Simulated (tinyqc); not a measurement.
Inside a calculation. Method: sp3 tight binding, zinc-blende lattice. One step of it, computed by the program tinyqc.

Question. Bloch Hamiltonian at k. Slater-Koster rules over the four bonds with direction cosines (l, m, n): ss V_ss; s-px l V_sp; px-s -l V_sp; px-px l^2 V_pps + (1 - l^2) V_ppp; px-py l m (V_pps - V_ppp); each times exp(i k.d).

Parameters chosen for this model: zinc-blende lattice, anion at 0, cation at a/4 (1,1,1); V = eta hbar^2 / (m d^2), hbar^2/m = 7.619964 eV angstrom^2:
```
parameter          value      unit
a               5.680000  angstrom
d               2.459512  angstrom
Es anion      -17.120000        eV
Ep anion       -8.370000        eV
Es cation     -10.750000        eV
Ep cation      -5.050000        eV
eta ss         -1.400000
eta sp          1.840000
eta pp sigma    3.240000
eta pp pi      -0.810000
V ss           -1.763531        eV
V sp            2.317783        eV
V pp sigma      4.081314        eV
V pp pi        -1.020328        eV
```

k point k (2 pi / a): 0.130000  0.290000  -0.610000

Give: H(k) at k.

Answer.

H(k) at k (eV):
```
                a s           a px           a py          a pz
a s         -17.120          0.000          0.000         0.000
a px          0.000         -8.370          0.000         0.000
a py          0.000          0.000         -8.370         0.000
a pz          0.000          0.000          0.000        -8.370
c s   -3.567+0.515i  -1.887+0.560i  -0.798+1.326i  0.275-3.851i
c px   1.887-0.560i   1.376-0.199i  -0.349+4.894i  1.013-1.685i
c py   0.798-1.326i  -0.349+4.894i   1.376-0.199i  2.397-0.712i
c pz  -0.275+3.851i   1.013-1.685i   2.397-0.712i  1.376-0.199i

                c s           c px           c py           c pz
a s   -3.567-0.515i   1.887+0.560i   0.798+1.326i  -0.275-3.851i
a px  -1.887-0.560i   1.376+0.199i  -0.349-4.894i   1.013+1.685i
a py  -0.798-1.326i  -0.349-4.894i   1.376+0.199i   2.397+0.712i
a pz   0.275+3.851i   1.013+1.685i   2.397+0.712i   1.376+0.199i
c s         -10.750          0.000          0.000          0.000
c px          0.000         -5.050          0.000          0.000
c py          0.000          0.000         -5.050          0.000
c pz          0.000          0.000          0.000         -5.050
```
